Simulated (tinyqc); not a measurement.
Inside a calculation. Method: Hueckel theory of the pi electrons with the omega technique, for the molecule [CH2+]c1ccccc1 (SMILES; centres numbered as the heavy atoms are written). Computed by tinyqc, a small Python program that keeps every step. Settings: charge = 1, omega = 1.4, damping = 0. Command: `OMP_NUM_THREADS=1 python tinyqc.py 22799 22800 out.jsonl` (the two numbers bound the seeds that draw the settings). One thread of a shared host (Intel(R) Xeon(R) Processor @ 2.60GHz), about 0.01 s of CPU time with the checks.

Centres:
```
centre  z_r, pi electrons of the neutral centre        h
1C                                            1  0.00000
2C                                            1  0.00000
3C                                            1  0.00000
4C                                            1  0.00000
5C                                            1  0.00000
6C                                            1  0.00000
7C                                            1  0.00000
```

Bonds:
```
i  j  k
1  2  1
2  3  1
3  4  1
4  5  1
5  6  1
6  7  1
7  2  1
```

Each round sets h_r = h_r(0) + omega (z_r - P_rr), keeping the share named as damping of the old diagonal; repeat until output and input diagonals agree to 1e-6.

Rounds:
```
round   sum n x  largest |h(out) - h(in)|
1       8.72057                  8.00e-01
2       9.72109                  5.62e-01
3       9.89863                  5.60e-01
4       9.73271                  5.83e-01
5       9.90713                  6.09e-01
6       9.74487                  6.54e-01
7       9.93080                  6.91e-01
8       9.76366                  7.49e-01
9       9.96831                  7.92e-01
10      9.79235                  8.56e-01
11     10.01843                  9.00e-01
12      9.83213                  9.63e-01
13     10.07748                  1.00e+00
14      9.88160                  1.06e+00
15     10.13997                  1.09e+00
16      9.93728                  1.13e+00
17     10.20064                  1.16e+00
18      9.99476                  1.19e+00
19     10.25592                  1.20e+00
20     10.04990                  1.22e+00
21     10.30390                  1.24e+00
22     10.09949                  1.25e+00
23     10.34382                  1.26e+00
24     10.14158                  1.26e+00
25     10.37577                  1.27e+00
26     10.17559                  1.27e+00
27     10.40046                  1.28e+00
28     10.20195                  1.28e+00
29     10.41898                  1.28e+00
30     10.22175                  1.29e+00
31     10.43254                  1.29e+00
32     10.23624                  1.29e+00
33     10.44229                  1.29e+00
34     10.24667                  1.29e+00
35     10.44921                  1.29e+00
36     10.25407                  1.29e+00
37     10.45408                  1.29e+00
38     10.25927                  1.29e+00
39     10.45747                  1.29e+00
40     10.26290                  1.29e+00
```

Can the last value be used, and what does the course show?

Not by the stop rule. Not converged within 40 rounds: the residual has stopped falling: the iteration swings between two states. Reruns: damping 0.5: converged in 19; damping 0.8: not converged.
